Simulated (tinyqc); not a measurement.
Gated graphene: carriers, quantum capacitance and optical conductivity: one step. Chemical potential at the gate voltage. Three cases, with inputs chosen for the exercise.

Question. Solve the gate equation for mu.

Cones E = +/- hv |k|, four flavours, D(E) = 2|E|/(pi hv^2). n = (2/pi)(kT/hv)^2 F_1(mu/kT), p = (2/pi)(kT/hv)^2 F_1(-mu/kT), in 1/angstrom^2 (1e16 for 1/cm^2); F_1(eta) = integral_0^infinity x dx/(1 + exp(x - eta)). Cq/e^2 = d(n - p)/d mu = (2 kT/(pi hv^2)) ln(2 + 2 cosh(mu/kT)).

Gate: V = mu/e + e (n - p)/Cox with Cox/e^2 = k/(4 pi e2 t), t in angstrom, e2 = e^2/(4 pi eps0); 1/(eV angstrom^2) in C/e^2 equals 1602.176634 microfarad/cm^2; total 1/C = 1/Cox + 1/Cq.

Constants: kB = 8.617333262e-05 eV/K; e^2/(4 pi eps0) = 14.39964547 eV angstrom.

Case 1.

Values chosen (Fermi velocity near that of graphene, gate dielectric near HfO2; the results hold for these values, not for the real material): hv = 6.85 eV angstrom (hbar vF); T = 400 K; k = 17.44 (dielectric constant of the gate layer); t = 3 nm (its thickness); V = 0.05 V (gate voltage from the neutrality point).

Case 2.

Values chosen (Fermi velocity near that of graphene, gate dielectric near SiO2; the results hold for these values, not for the real material): hv = 7.01 eV angstrom (hbar vF); T = 150 K; k = 4.09 (dielectric constant of the gate layer); t = 285 nm (its thickness); V = 21.75 V (gate voltage from the neutrality point).

Case 3.

Values chosen (Fermi velocity near that of graphene, gate dielectric near SiO2; the results hold for these values, not for the real material): hv = 6.14 eV angstrom (hbar vF); T = 300 K; k = 3.99 (dielectric constant of the gate layer); t = 285 nm (its thickness); V = 147.15 V (gate voltage from the neutrality point).

Give: Cox; mu; n; p.

Answer.

Case 1.

Cox = 5.147 microfarad/cm^2
mu = 0.0410 eV
n = 3.34e+11 1/cm^2
p = 4.57e+10 1/cm^2

mu takes 82.1 % of the gate voltage; the zero-temperature rule |mu| = hv sqrt(pi |n - p|) gives 0.0652 eV.

Case 2.

Cox = 0.01271 microfarad/cm^2
mu = 0.1609 eV
n = 1.71e+12 1/cm^2
p = 8.51e+04 1/cm^2

mu takes 0.7 % of the gate voltage; the zero-temperature rule |mu| = hv sqrt(pi |n - p|) gives 0.1626 eV.

Case 3.

Cox = 0.01240 microfarad/cm^2
mu = 0.3637 eV
n = 1.14e+13 1/cm^2
p = 8.75e+04 1/cm^2

mu takes 0.2 % of the gate voltage; the zero-temperature rule |mu| = hv sqrt(pi |n - p|) gives 0.3667 eV.

Computed by tinyqc, one run a case: `OMP_NUM_THREADS=1 python tinyqc.py N N+1 out.jsonl` with N = 1652198, 1652233, 1652321; one thread of a shared Intel(R) Xeon(R) Processor @ 2.30GHz, about 0.01 s a run at most.
